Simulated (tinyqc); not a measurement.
## Surface potential of a MOS transistor: implicit equation and explicit approximations: effect of the channel-body voltage at fixed gate voltage

p-type body, charge-sheet picture, depletion and inversion only, full ionisation (an idealisation for deep acceptors), Boltzmann statistics (rough once Na exp(x - xn) passes about Nc/7). In units of Vt: xg = (Vg - Vfb)/Vt, x = psi/Vt, G = gamma/sqrt(Vt), xn = (2 phiF + Vc)/Vt. The implicit equation is (xg - x)^2 = G^2 [x - 1 + exp(x - xn)] for x above about 3. Cox = eps0 eox/tox.

ni = sqrt(Nc Nv) exp(-Eg/(2 Vt)), Eg in volts; phiF = Vt ln(Na/ni); gamma = sqrt(2 q eps0 eps_r Na)/Cox; VT = Vfb + Vt (xn + G sqrt(xn - 1)). Depletion value a = 1 + [sqrt(G^2/4 + xg - 1) - G/2]^2; inversion value b = xn + ln[(xg - xn)^2/G^2 - xn + 1] and first guess y = min(a, b) - ln(1 + exp(-|a - b|)) if a > xn + 1, else b = y = a; one second-order correction with D = exp(y - xn), p = 2 (xg - y) + G^2 (1 + D), w = (xg - y)^2 - G^2 (y - 1 + D): z = y + 2 w/(p + sqrt(p^2 - 2 (2 - G^2 D) w)), or the Newton step z = y + w/p where the root is not real. N_inv = (Cox Vt G/q) [sqrt(x - 1 + exp(x - xn)) - sqrt(x - 1)] at the root. Lambert form (Cox m Vt/q) W0[(G/(2 m sqrt(xn - 1))) exp((Vg - VT)/(m Vt))], m = 1 + G/(2 sqrt(xn - 1)). Errors under 1e-4 mV, and the linear form below VT, are printed as 0.

Inputs (values chosen for the exercise); band and dielectric values close to those of silicon: temperature T = 350 K; band gap Eg = 1.1 eV; relative permittivity eps_r = 11.9; conduction-band density of states at T Nc = 3.49e19 cm^-3; valence-band density of states at T Nv = 3.3e19 cm^-3; relative permittivity of the gate insulator (close to zirconium oxide) eox = 25.4; insulator thickness tox = 36 nm; acceptor density Na = 3.8e17 cm^-3; flat-band voltage Vfb = -0.63 V; gate-body voltage Vg = 2.18 V.

Constants: q = 1.602176634e-19 C, kB = 1.380649e-23 J/K, Vt = kB T/q, eps0 = 8.8541878128e-14 F/cm where lengths are in cm. Results are converted to the units shown.

Effect of the channel-body voltage at fixed gate voltage:
```
Vc (V),psi (V),x - xn,error of y (mV),error of z (mV),N_inv (cm^-2),Cox (Vg - VT)/q (cm^-2),Lambert form (cm^-2)
0,1.001,5.697,6.48,-0.0578,4.852e12,5.726e12,4.968e12
0.2,1.192,5.418,7.27,-0.0834,3.897e12,4.710e12,3.988e12
0.4,1.382,5.080,8.39,-0.132,2.967e12,3.717e12,3.035e12
0.6,1.569,4.647,10.1,-0.246,2.065e12,2.740e12,2.111e12
0.8,1.751,4.028,13.4,-0.630,1.199e12,1.778e12,1.226e12
1,1.916,2.892,18.8,-1.97,4.146e11,8.265e11,4.234e11
1.2,2.002,-0.8869,2.10,-1.17e-4,9.873e9,0,9.821e9
1.4,2.004,-7.448,2.98e-3,0,1.397e7,0,1.282e7
```

As Vc goes from 0 to 1.4, psi rises from 1.00 to 2.00 V, x - xn falls from 5.70 to -7.45 and N_inv falls from 4.85e12 to 1.40e7 cm^-2. The Lambert form lies between 0.917 and 1.02 times N_inv. psi follows Vc only while the surface is inverted; once x falls below xn it settles at the depletion value. For Vc = 0, 0.2, 0.4, 0.6, 0.8, 1 the electron quasi-Fermi level lies less than 2 Vt below the band edge at the surface, or above it, where degeneracy and confinement, left out, matter.

Program tinyqc, `OMP_NUM_THREADS=1 python tinyqc.py 2122191 2122192 out.jsonl`; Intel Xeon 2.30GHz, shared host, one thread, about 0.01 s.
